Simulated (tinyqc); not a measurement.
What a faster ramp buys: rapid thermal processing of a wafer: radiative balance, ramp and cooling, pattern effects, pyrometer error and spike budget. Computed by tinyqc, a small Python program. Command: `OMP_NUM_THREADS=1 python tinyqc.py 3110742 3110743 out.jsonl rtp walk`. One thread of a shared host (Intel(R) Xeon(R) Processor @ 2.30GHz), about 0.04 s of CPU time with the checks.

The wafer is opaque and uniform through its thickness unless said otherwise; temperatures in formulas are in kelvin (C + 273.15). sigma = 5.670374419e-12 W/(cm^2 K^4).

Inputs (values chosen for the exercise, modelled on a hot silicon wafer): wafer thickness d = 725 micrometre; heat capacity per volume C = 2.07 J/(cm^3 K); thermal conductivity k = 0.26 W/(cm K); emissivity eps of each face = 0.59; reflectivity of the chamber walls r = 0.58; gas heat-transfer coefficient h, both faces together = 1.4 mW/(cm^2 K); wall temperature T_w = 300 K; process temperature = 699 C; starting temperature = 400 C; ramp rate = 39 K/s; activation energy of the process E_a = 2.7 eV.

Constants: k_B = 8.617333262e-05 eV/K.

Method:
- Effective emissivity between parallel grey plates: eps_eff = 1/(1/eps + 1/(1 - r) - 1). Loss per area q(T) = 2 eps_eff sigma (T^4 - T_w^4) + h (T - T_w).
- Absorbed power during a ramp = q(T) + C d x ramp rate; thermal time constant tau = C d/(dq/dT), dq/dT = 8 eps_eff sigma T^3 + h; natural cooling rate q/(C d); front-to-back difference under one-sided heating at the end of the ramp = (absorbed power) d/(2 k).
- Cooling with the lamps off: C d dT/dt = -q(T), integrated adaptively (relative tolerance 1e-10).
- Spike anneal: linear ramp to the peak, then lamps off. Equivalent time at the peak = int exp(-(E_a/k_B)(1/T - 1/T_peak)) dt; estimate (k_B T^2/E_a)(1/ramp rate + 1/cooling rate). The ramp part uses 4000 trapezoid steps, the cooling part 4000 steps over 4 tau.

time constant tau = 10.0386 s

holding power q = 4.20426 W/cm^2

natural cooling rate = 28.0144 K/s

Against the ramp rate:
```
ramp (K/s)  ramp part (s)  cooling part (s)  total (s)  power at the peak (W/cm^2)
10                 2.8447            1.1251     3.9698                        5.71
25                 1.1379            1.1251     2.2629                        7.96
50                 0.5689            1.1251     1.6940                       11.71
100                0.2845            1.1251     1.4095                       19.21
250                0.1138            1.1251     1.2389                       41.72
500                0.0569            1.1251     1.1820                       79.24
1000               0.0284            1.1251     1.1535                      154.28
```

What does the comparison show, and why?

From 10 to 100 K/s the total falls by a factor 2.8, from 100 to 1000 K/s by 1.22: the cooling part, 1.13 s, is a floor, and the natural cooling rate here is 28.0 K/s.

Extremes, crossings and ranges named in words are read from the listed rows.
